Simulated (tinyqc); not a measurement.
# MOS inversion layer, Poisson-Schroedinger loop: effect of the sheet density of depletion charge

Electrons confined at an insulator interface at z = 0, treated as a hard wall; parabolic valleys, Hartree approximation, no image or exchange terms. The depletion charge lies far deeper than the electrons and gives a uniform field q Nd/(eps0 eps_r); the gate balances all charge. Energies are counted from the band edge at the interface.

Schroedinger equation -(C/mz) psi'' + (V0 + U + dE for set B) psi = E psi, C = hbar^2/(2 m0), psi(0) = 0, on a uniform mesh of 800 nodes with a far wall at 27 nm, 8 levels a set; V0 = q Nd z/(eps0 eps_r); dU/dz = q (Ns - integral of n from 0 to z)/(eps0 eps_r), U(0) = 0; N_k = g md m0 q Vt/(pi hbar^2) ln(1 + exp((EF - E_k)/Vt)), g the number of valleys of the set, sum N_k = Ns. Triangular well: E_k = a_k (C F^2/mz)^(1/3), a_1 = 2.338107, a_2 = 4.087949, C = hbar^2/(2 m0), F in eV/nm. Fang-Howard (all electrons in the lowest level of set A): b^3 = 6 (mz1/C) q (Nd + 11 Ns/32)/(eps0 eps_r), centroid 3/b, level C b^2/(4 mz1) + (3/b) q (Nd + 11 Ns/16)/(eps0 eps_r). The centroid adds 3.9 z_av/eps_r to an oxide-equivalent thickness.

Inputs (values chosen for the exercise); masses and permittivity close to those of silicon (100): temperature T = 77 K; relative permittivity eps_r = 11.7; mass along z of valley set A (2 valley(s)) mz1 = 0.909 m0; in-plane density-of-states mass of set A md1 = 0.188 m0; mass along z of valley set B (4 valley(s)) mz2 = 0.189 m0; in-plane density-of-states mass of set B md2 = 0.421 m0; sheet density of electrons Ns = 6.7e12 cm^-2; extra shift of set B (strain) dE = 0 eV.

Constants: q = 1.602176634e-19 C, kB = 1.380649e-23 J/K, hbar = 1.054571817e-34 J s, m0 = 9.1093837015e-31 kg, Vt = kB T/q, eps0 = 8.8541878128e-14 F/cm where lengths are in cm, hbar^2/(2 m0) = 0.0380998212 eV nm^2. Results are converted to the units shown.

Result of one run:
columns A: A1 (meV); B: B1 (meV); C: EF (meV); D: share of A1 (%); E: share of set A (%); F: centroid z_av (nm); G: added oxide equivalent (nm); H: Fang-Howard centroid (nm)
```
A      B    C     D     E     F      G     H
202  293  245  99.9  99.9  1.25  0.415  1.33
```

Which sheet density of depletion charge Nd gave this result: 3.1e11, 5.3e11, 2.9e12 or 5e12 cm^-2?

Nd = 2.9e12 cm^-2.

The whole series:
columns A: Nd (cm^-2); B: A1 (meV); C: B1 (meV); D: EF (meV); E: share of A1 (%); F: share of set A (%); G: centroid z_av (nm); H: added oxide equivalent (nm); I: Fang-Howard centroid (nm)
```
A         B    C    D     E     F     G      H     I
1e11    157  205  193  85.0  87.9  1.97  0.658  1.72
1.7e11  158  206  195  85.9  88.6  1.90  0.634  1.70
3.1e11  160  210  198  87.8  90.1  1.80  0.601  1.67
5.3e11  164  217  202  90.6  92.4  1.69  0.562  1.63
9.4e11  170  229  211  94.9  95.8  1.53  0.511  1.56
1.6e12  181  251  223  98.7  98.9  1.39  0.462  1.46
2.9e12  202  293  245  99.9  99.9  1.25  0.415  1.33
5e12    236  355  278   100   100  1.11  0.371  1.19
```

As Nd goes from 1e11 to 5e12, A1 rises from 157 to 236 meV, the share of A1 rises from 85.0 to 100 % and the centroid falls from 1.97 to 1.11 nm. A1 goes as Nd^(0.28) between the last two rows (a triangular well in the field of that charge alone gives 2/3). The Fang-Howard centroid is 13 % below the full one in the first row, where A1 holds 85.0 %, and 6.6 % above it in the last, where A1 holds 100 %.

Computed by the program tinyqc: `OMP_NUM_THREADS=1 python tinyqc.py 2160159 2160160 out.jsonl`, one thread of a shared Intel Xeon 2.30GHz, about 1 s for the whole run.
